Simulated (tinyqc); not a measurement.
Admittance spectroscopy and thermally stimulated current of one trap level in a depletion layer: one step, computed by the program tinyqc.

A Schottky junction on n-type material holds one donor-like electron trap; shallow donors are fully ionised and abrupt depletion edges are assumed.

Task: Temperature of the peak. N_c = 2 (2 pi m k_B T/h^2)^(3/2), v_th = sqrt(3 k_B T/m), emission rate e_n = sigma v_th N_c exp(-E_t/(k_B T)). Where the level crosses the Fermi level capture equals emission, so the trap follows the signal with the rate 2 e_n; G/omega peaks at omega = 2 e_n (the correction for large N_t/N is left out). Solve 2 e_n(T_p) = 2 pi f.

Inputs (values chosen for the exercise, modelled on n-type beta-Ga2O3):

| quantity | value | unit |
|---|---|---|
| density-of-states mass m | 0.277 | m_0 |
| shallow doping N | 1.9e+16 | 1/cm^3 |
| trap depth E_t below the band | 0.165 | eV |
| capture cross section sigma | 3e-14 | cm^2 |
| test frequency f | 300000 | Hz |

Constants: k_B = 1.380649e-23 J/K; m_0 = 9.1093837015e-31 kg; h = 6.62607015e-34 J s; k_B = 8.617333262e-05 eV/K.

Give: peak temperature T_p; N_c at T_p; e_n at T_p; E_c - E_F = k_B T_p ln(N_c/N).

Result:

peak temperature T_p = 144.00 K

N_c at T_p = 1.2166e+18 1/cm^3

e_n at T_p = 9.4248e+05 1/s

E_c - E_F = k_B T_p ln(N_c/N) = 0.051613 eV
